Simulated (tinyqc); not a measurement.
Length of a molecular wire: coherent transport through a tight-binding bridge. Computed by the program tinyqc. T = Gamma_L Gamma_R |G_1n|^2 with the self-energies of semi-infinite chains.

A uniform bridge between two chains:
```
parameter,value
site energy (eV),2.740000
hopping in the bridge (eV),0.750000
lead hopping (eV),2.420000
couplings (eV),"0.99, 0.92"
E (eV),-0.440000
```

Transmission against length:
```
sites,T,ln T
2,3.5084e-03,-5.653
3,2.2070e-04,-8.419
4,1.3868e-05,-11.186
6,5.4756e-08,-16.720
7,3.4405e-09,-19.488
8,2.1619e-10,-22.255
9,1.3584e-11,-25.022
10,8.5355e-13,-27.789
```

Estimate the missing row, sites = 5.

Computed row:
```
sites           T     ln T
5      8.7142e-07  -13.953
```

E lies outside the band of the bridge (|E - e|/2h = 2.120 > 1), so T decays as exp(-beta n) with beta = 2 arccosh(2.120) = 2.7672 a site; the last two rows give 2.7672.
